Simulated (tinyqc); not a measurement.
Bias-temperature instability from a Gaussian distribution of capture and emission barriers: one step, computed by the program tinyqc. Command: `OMP_NUM_THREADS=1 python tinyqc.py 3013365 3013366 out.jsonl bti walk`. One thread of a shared host (Intel(R) Xeon(R) Processor @ 2.30GHz), about 0.01 s of CPU time with the checks.

Each trap has a capture time tau_0 exp(E_c/(k_B T)) under stress and an emission time tau_0 exp(E_e/(k_B T)) after it. E_c is Gaussian, and E_e = E_c + d with d Gaussian and independent. A trap counts as filled once t_s exceeds its capture time and as emptied once t_r exceeds its emission time.

Question. Lifetime. Demarcation energies E_s = k_B T ln(t_s/tau_0), E_r = k_B T ln(t_r/tau_0); mean barrier mu = mu_c - k_F F; z = (E_s - mu)/sigma_c; Phi is the standard normal distribution. Temperatures in kelvin are T(C) + 273.15. Solve V_max Phi(z) = criterion for t_s; the power-law extrapolation from the stress point is t_s (criterion/dV0)^(1/n); 1 year = 3.15576e7 s.

Inputs (values chosen for the exercise, for a model p-channel transistor):
```
quantity                            value  unit
shift with all traps filled V_max     220    mV
spread of capture barriers sigma_c   0.37    eV
time constant tau_0                 1e-11     s
temperature T                          85     C
stress time t_s                         2     s
failure criterion                      50    mV
```

mean barrier mu = 1.2835 eV

shift without recovery dV0 = 21.35767 mV

time exponent n = 0.1475559

Constants: k_B = 8.617333262e-05 eV/K.

Give: log10 of the lifetime in s; log10 of the power-law estimate in s.

Answer.

log10 of the lifetime in s = 3.167

log10 of the power-law estimate in s = 2.805

The power law gives a time shorter by 0.36 decades, since n falls as traps fill; ten years is log10 = 8.50.
